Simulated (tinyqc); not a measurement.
Width of the well: finite square well with mass mismatch (envelope functions).

A square well of width L and depth V0, mass mw inside and mb outside, energies from the bottom of the well, c = hbar^2/2m0. k = sqrt(mw E/c), kappa = sqrt(mb (V0 - E)/c). psi and psi'/m are continuous at the walls (BenDaniel-Duke), so level n solves k L + 2 atan[(k/mw)/(kappa/mb)] = n pi.

Constants: hbar^2/2m0 = 3.80998211 eV angstrom^2.

Inputs chosen for the exercise (near those of a strained Si well in SiGe; shifted at random, so the results belong to these values and not to a real crystal):
```
symbol  value                        unit      meaning
V0      0.171                        eV        barrier height
mw      0.889                        m0        mass in the well
mb      0.956                        m0        mass in the barrier
Ls      (8, 12, 18, 27, 40, 61, 91)  angstrom  widths
```

Levels against L, beside the infinite well E1(hard) = c (pi/L)^2/mw; Pb is the probability of level 1 in the barriers; a dash marks an unbound level.

Levels:
```
L (angstrom)  bound levels  E1 (eV)  E2 (eV)  E1(hard) (eV)     Pb
8                        1   0.1080        -         0.6609  0.424
12                       1   0.0782        -         0.2937  0.243
18                       2   0.0507   0.1643         0.1305  0.119
27                       2   0.0298   0.1119         0.0580  0.051
40                       3   0.0166   0.0649         0.0264  0.021
61                       4   0.0083   0.0329         0.0114  0.007
91                       6   0.0041   0.0164         0.0051  0.002
```

What does the comparison show, and why?

The infinite well overestimates E1 by a factor 6.12 at 8 angstrom and 1.24 at 91 angstrom. The local exponent d ln E1/d ln L goes from -0.80 (first two rows) to -1.75 (last two), towards the -2 of hard walls, as Pb falls from 0.424 to 0.002. E2 - E1 is largest at 18 angstrom of the widths listed.

Program tinyqc; command `OMP_NUM_THREADS=1 python tinyqc.py 1252098 1252099 out.jsonl`; about 0.01 s on one thread of a shared Intel(R) Xeon(R) Processor @ 2.30GHz.
